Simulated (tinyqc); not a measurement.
Valley splitting of a silicon quantum well in envelope theory, step by step. Values are carried at full precision from step to step, so a last printed digit may differ when a step is redone from the rounded ones.

Constants: hbar^2/2m0 = 3.80998211 eV angstrom^2; kB = 8.617333262e-05 eV/K.

Parameters, chosen for this exercise (near those of a strained Si well in SiGe; not measured data): k0 = 0.832 2 pi/a (valley position); a = 5.431 angstrom (lattice constant); ml = 0.927 m0 (mass along z); F = 12.7 mV/nm (field pressing towards the upper interface); w = 0.5 angstrom (interface width parameter); L = 86 angstrom (well width); V0 = 0.14 eV (conduction offset); C0 = 0.268 (Bloch overlap factor); Yb = 0.22 (Ge share of the barrier); Yw = 0 (Ge share of the well); ad = 180 angstrom (dot radius).

## Wave number and lengths

q = 2 k0 (2 pi/a), its wavelength, the field length (c/(ml e F))^(1/3) with c = hbar^2/2m0 and 1 mV/nm = 1e-4 eV/angstrom, and the damping factor y/sinh(y), y = pi q w, of a step smoothed as 1/(1 + exp(z/w)).

q = 1.9251 1/angstrom
wavelength = 3.264 angstrom
field length = 14.8 angstrom
damping factor = 0.295

## The envelope

The well lies at 0 < z < L; U(z) = V0 [1/(1 + exp(z/w)) + 1/(1 + exp((L - z)/w))] - e F z, 1 mV/nm = 1e-4 eV/angstrom. The envelope psi solves -(c/ml) psi'' + U psi = E psi, c = hbar^2/2m0, by three-point differences on a grid of 0.1 angstrom from -40 to L + 40 angstrom. The two valleys at +/- k0 couple through D = C0 times the integral of exp(-i q z) U(z) psi^2, q = 2 k0 (2 pi/a), and split by Ev = 2|D|.

Two lowest levels, mean position, and psi^2 at both interfaces.

levels (meV): -72.46  -40.06

<z> = 68.9 angstrom
psi^2 at z = 0 and L (1/angstrom): 1.19e-07  0.00888

The field makes psi^2 at the upper interface 7.45e+04 times that at the lower one. The orbital spacing is 32.4 meV.

## Contributions to the coupling

Split D into the lower barrier, the upper barrier and the field term.

Parts of D (micro-eV):
```
part              real  imaginary    size
lower barrier    0.000      0.001   0.001
upper barrier  -51.713      7.834  52.303
field term      -0.784      0.014   0.784
```

## Valley splitting and phase

The inter-valley coupling D is the sum of the complex parts; Ev = 2|D|, the valley phase is arg D, and kB T equals Ev at T = Ev/kB.

Ev = 106 micro-eV
phase = 2.99 rad
T = 1.2 K

The upper barrier gives the largest part.

## Alloy disorder

Random alloy: with Y(z) = Yw + (Yb - Yw) B(z), B the bracket in U, and in-plane density exp(-r^2/ad^2)/(pi ad^2), D gains a random complex part of variance sigma^2 = (C0^2/pi)(a^2 V0/(8 ad (Yb - Yw)))^2 (4/a) times the integral of psi^4 Y (1 - Y). Alone it gives a mean splitting sqrt(pi) sigma; together with the smooth part the rms splitting is 2 sqrt(|D|^2 + sigma^2).

Give the integral, sigma, the mean splitting from disorder alone and the rms total.

integral = 2.78e-05 1/angstrom
sigma = 8.9 micro-eV
sqrt(pi) sigma = 15.8 micro-eV
rms splitting = 107.6 micro-eV

|D|/sigma = 5.95: the smooth part dominates, and the splitting scatters from dot to dot by about sqrt2 sigma, 12 % of Ev; this needs interfaces sharper than most grown wells have.

## Checks

- Lowest level for sharp walls and no field against the square well, meV: both 4.3.
- Size of one barrier part in that case against C0 V0 psi(0)^2/sqrt(q^2 + 4 kappa^2), micro-eV: both 12.

Program tinyqc; command `OMP_NUM_THREADS=1 python tinyqc.py 1280051 1280052 out.jsonl`; about 0.2 s on one thread of a shared Intel(R) Xeon(R) Processor @ 2.30GHz.
